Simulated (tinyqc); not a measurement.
Cluster expansion of a binary alloy: correlations, fit, cross-validation and ground states: one step, computed by the program tinyqc. Command: `OMP_NUM_THREADS=1 python tinyqc.py 3009799 3009800 out.jsonl clex walk`. One thread of a shared host (Intel(R) Xeon(R) Processor @ 2.30GHz), about 0.01 s of CPU time with the checks.

s = +1 for A and -1 for B. Energy per site E = J0 + J1 P(point) + sum over clusters of m V P, with P the mean product of spins; V > 0 on a pair favours unlike neighbours. Clusters per site m: pair 1 6, pair 2 3, pair 3 12, triplet 8; the triplet is the triangle of first neighbours. Formation energies are counted from the line between pure A and pure B, which removes J0 and J1.

Question. Normal equations for V1, V2, Vt. Leave out pair 3: A = X^T X and b = X^T E (E being the data with noise) over these three columns; solve A V = b. The root-mean-square error runs over the structures between the pure ends.

Lattice: fcc.

X:
```
,pair 1,pair 2,pair 3,triplet
A,0.00000,0.00000,0.00000,0.00000
A3B L1_2,-6.00000,0.00000,-12.00000,-8.00000
A3B D0_22,-6.00000,-1.00000,-8.00000,-8.00000
A3B (001) layers,-4.00000,-1.00000,-12.00000,0.00000
A2B (001) layers,-5.33333,-1.33333,-16.00000,0.00000
AB L1_0,-8.00000,0.00000,-16.00000,0.00000
AB L1_1,-6.00000,-6.00000,-12.00000,0.00000
A2B2 (001) layers,-4.00000,-2.00000,-16.00000,0.00000
AB2 (001) layers,-5.33333,-1.33333,-16.00000,0.00000
AB3 L1_2,-6.00000,0.00000,-12.00000,8.00000
AB3 D0_22,-6.00000,-1.00000,-8.00000,8.00000
AB3 (001) layers,-4.00000,-1.00000,-12.00000,0.00000
B,0.00000,0.00000,0.00000,0.00000
```

data (meV/site): A 0.00000, A3B L1_2 -28.18330, A3B D0_22 -27.81752, A3B (001) layers -27.62803, A2B (001) layers -35.43749, AB L1_0 -50.76847, AB L1_1 -43.05489, A2B2 (001) layers -30.07737, AB2 (001) layers -36.75880, AB3 L1_2 -46.37368, AB3 D0_22 -46.91457, AB3 (001) layers -27.37456, B 0.00000

Give: matrix A; b; fitted V1, V2, Vt; root-mean-square error of the three-cluster fit.

Answer.

matrix A:
```
,V1,V2,Vt
V1,348.9,78.2,0.0
V2,78.2,47.6,0.0
Vt,0.0,0.0,256.0
```

b (meV): [2286, 544, -298]

fitted V1, V2, Vt (meV): [6.312, 1.068, -1.165]

root-mean-square error of the three-cluster fit = 1.363 meV/site
